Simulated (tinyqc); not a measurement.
Changing the electron density n: decay of LO phonons and the hot-phonon bottleneck in the cooling of electrons. Computed by tinyqc, a small Python program. Command: `OMP_NUM_THREADS=1 python tinyqc.py 3030166 3030167 out.jsonl hotphonon sweep`. One thread of a shared host (Intel(R) Xeon(R) Processor @ 2.30GHz), about 0.01 s of CPU time with the checks.

n(E, T) = 1/(exp(E/(k_B T)) - 1) is the Bose occupation. Electrons have a temperature T_e; the LO modes within their reach share one occupation N; the decay products stay at the lattice temperature.

Inputs (values chosen for the exercise, modelled on gallium nitride):

| quantity | value | unit |
|---|---|---|
| LO energy hbar omega | 90.8 | meV |
| lifetime at T = 0, tau_0 | 2.6 | ps |
| share f of the energy in the softer product | 0.23 | - |
| lattice temperature T | 300 | K |
| electron mass m* | 0.203 | m_0 |
| eps_inf | 5.37 | - |
| static dielectric constant eps_s | 9.65 | - |
| density of LO modes that the electrons reach, N_m | 6e+18 | 1/cm^3 |
| power supplied per electron P | 1.8 | nW |

Decay channel: two unequal phonons (Ridley).

Constants: k_B = 8.617333262e-05 eV/K; c = 299792458 m/s; e^2/(4 pi eps_0) = 14.39964548 eV angstrom; hbar^2/(2 m_0) = 3.80998212 eV angstrom^2; hbar = 6.582119569e-16 eV s; e = 1.602176634e-19 C.

Method:
- Decay rate 1/tau = (1/tau_0) [1 + n(f hbar omega) + n((1 - f) hbar omega)].
- Full width Gamma = 1/(2 pi c tau) in 1/cm, c in cm/s.
- Froehlich coupling alpha = (e^2/(4 pi eps_0)) (1/eps_inf - 1/eps_s) k_0/(2 hbar omega), k_0 = sqrt(m* hbar omega/(hbar^2/(2 m_0))); emission time tau_sp = hbar/(2 alpha hbar omega); bottleneck ratio r = (n/N_m) tau/tau_sp.
- Net emission per electron: [(N + 1) x - N]/tau_sp with x = exp(-hbar omega/(k_B T_e)), a simple two-level balance; steady state of the modes: n [(N + 1) x - N]/tau_sp = N_m (N - N_0)/tau; power per electron P = hbar omega [(N + 1) x - N]/tau_sp.
- With p = P tau_sp/(hbar omega): N = N_0 + r p and x = (p + N)/(N + 1); without hot phonons N = N_0. The mode temperature T_LO solves n(hbar omega, T_LO) = N.

One run for each value:

| electron density n (1/cm^3) | electron temperature T_e (K) | mode temperature T_LO (K) | T_e without hot phonons (K) | bottleneck ratio r |
|---|---|---|---|---|
| 1.00e+16 | 303.5 | 300.8 | 302.72 | 2.9027e-01 |
| 3.00e+16 | 305.0 | 302.3 | 302.72 | 8.7081e-01 |
| 1.00e+17 | 310.2 | 307.5 | 302.72 | 2.9027e+00 |
| 3.00e+17 | 324.2 | 321.8 | 302.72 | 8.7081e+00 |
| 1.00e+18 | 367.7 | 365.6 | 302.72 | 2.9027e+01 |
| 3.00e+18 | 467.9 | 466.2 | 302.72 | 8.7081e+01 |
| 3.00e+19 | 1399.0 | 1397.0 | 302.72 | 8.7081e+02 |
| 1.00e+20 | 3548.4 | 3544.3 | 302.72 | 2.9027e+03 |

Give the missing row, electron density n (1/cm^3) = 1.00e+19.

Computed row; columns: (1) electron density n (1/cm^3); (2) electron temperature T_e (K); (3) mode temperature T_LO (K); (4) T_e without hot phonons (K); (5) bottleneck ratio r:
```
(1)         (2)    (3)     (4)         (5)
1.00e+19  740.9  739.2  302.72  2.9027e+02
```

Interpolating between the two neighbouring rows (the first column on a logarithmic scale, the others too where they are positive) misses most in electron temperature T_e (K), by 12 %. Over the rows, electron temperature T_e (K) rises from 303 to 3550 (exponent d ln y / d ln x 0.0045 between the first rows and 0.77 between the last); mode temperature T_LO (K) rises from 301 to 3540 (exponent d ln y / d ln x 0.0046 between the first rows and 0.77 between the last); T_e without hot phonons (K) does not change. The exponent of T_e without hot phonons stays at 0: without hot phonons each electron cools on its own. The exponent of bottleneck ratio r stays at 1: r is proportional to n. Hot phonons add under 5 % to T_e up to n = 1e17 per cm^3 among these rows (r = 2.9); at high n T_LO closes in on T_e.

Caution (rows 3.00e19, 1.00e20): at such T_e upper valleys, non-parabolic bands or other phonons can take part.
